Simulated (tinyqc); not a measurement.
Relaxation at fixed composition: composition and strain of an epitaxial Si(1-x)Ge(x) layer from Raman and X-ray peaks. Computed by tinyqc, a small Python program. Command: `OMP_NUM_THREADS=1 python tinyqc.py 3014731 3014732 out.jsonl epiraman walk`. One thread of a shared host (Intel(R) Xeon(R) Processor @ 2.30GHz), about 0.01 s of CPU time with the checks.

A (001) layer, biaxially strained in the plane. The Raman peaks follow empirical lines omega = w0 + c1 x + c3 x^3 + b eps (c3 for Si-Ge alone), with eps the in-plane strain.

Inputs (values chosen for the exercise, modelled on silicon-germanium):
```
quantity                        value      unit
Ge fraction x                    0.79         -
lattice constant of Si          5.431  angstrom
lattice constant of Ge          5.658  angstrom
bowing B                        0.026  angstrom
2 C12/C11 of Si                 0.773         -
2 C12/C11 of Ge                  0.75         -
Si-Si: w0                       521.2      1/cm
Si-Si: c1                       -70.2      1/cm
Si-Si: strain coefficient b      -779      1/cm
Ge-Ge: w0                       280.5      1/cm
Ge-Ge: c1                        19.2      1/cm
Ge-Ge: strain coefficient b      -456      1/cm
X-ray wavelength             1.540598  angstrom
```

Substrate: silicon.

Method:
- Relaxed lattice constant a(x) = a_Si + (a_Ge - a_Si) x - B x (1 - x).
- In-plane constant a_par = a_sub + R (a(x) - a_sub); eps = a_par/a(x) - 1; eps_perp = -(2 C12/C11) eps with 2 C12/C11 linear in x; a_perp = a(x) (1 + eps_perp).
- (004) Bragg angle theta = arcsin(2 lambda/a), with a = a_perp for the layer and a_sub for the substrate; separation = layer less substrate. The apparent x is the one that a fully strained layer (R = 0) would need to give the same a_perp.

Signatures; columns: (1) R; (2) eps (per mille); (3) Si-Si (1/cm); (4) Ge-Ge (1/cm); (5) a_perp (angstrom); (6) (004) separation (arcsec); (7) apparent x if R = 0 is assumed:
```
(1)       (2)     (3)     (4)     (5)      (6)      (7)
0.00  -31.219  490.06  309.90  5.7381  -7513.3  0.79000
0.15  -26.537  486.41  307.77  5.7183  -7058.0  0.74269
0.30  -21.854  482.77  305.63  5.6985  -6598.9  0.69495
0.50  -15.610  477.90  302.79  5.6721  -5980.7  0.63060
0.70   -9.366  473.04  299.94  5.6456  -5355.6  0.56541
0.85   -4.683  469.39  297.80  5.6258  -4882.0  0.51596
1.00    0.000  465.74  295.67  5.6060  -4404.4  0.46600
```

Full relaxation moves the Si-Si peak by -24.32 per cm and shrinks the X-ray separation to 59 % of its strained value, about 1/(1 + 2 C12/C11). A symmetric reflection alone cannot part x from R: a relaxed layer read as strained gives x = 0.466 in place of 0.79. An asymmetric reflection or a second peak is needed.

Extremes, crossings and ranges named in words are read from the listed rows.
